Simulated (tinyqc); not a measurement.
Current crowding under a contact, resistor ladder against the transmission-line model: effect of the contact length.

A metal contact of length d and width W on a thin layer of the same width. The metal has no resistance, the sheet resistance under it equals Rsh, and current enters the layer at the front edge x = 0.

Transfer length Lt = sqrt(rc/Rsh); front resistance Rc = (Rsh Lt/W) coth(d/Lt); end resistance Re = (Rsh Lt/W)/sinh(d/Lt).

Values chosen for this exercise: sheet resistance of the semiconductor layer Rsh = 110 ohm/sq; specific contact resistivity rc = 1.8e-8 ohm cm^2; contact width W = 3.7 um.

Effect of the contact length:
```
d (um)	d/Lt	Rc W (ohm um)	rc/d (ohm um)	Re/Rc
0.021	0.16416	86.483	85.714	0.98667
0.035	0.27361	52.706	51.429	0.96370
0.059	0.46122	32.642	30.508	0.90231
0.098	0.76610	21.828	18.367	0.76447
0.16	1.2508	16.584	11.250	0.52919
0.27	2.1107	14.490	6.6667	0.23880
0.46	3.5960	14.092	3.9130	0.054826
0.76	5.9412	14.071	2.3684	0.0052577
```

What does the table show?

Rc W falls from 86.5 to 14.1 ohm um, as d^(-0.97) between the first two rows. It levels off at sqrt(rc Rsh) = 14.1 ohm um and, among the rows, is within 5 % of that from d = 0.27 um on (Lt = 0.128 um): metal beyond two transfer lengths lowers Rc by less than 4 %.

Program tinyqc, `OMP_NUM_THREADS=1 python tinyqc.py 2760122 2760123 out.jsonl`; Intel Xeon 2.30GHz, shared host, one thread, about 0.01 s.
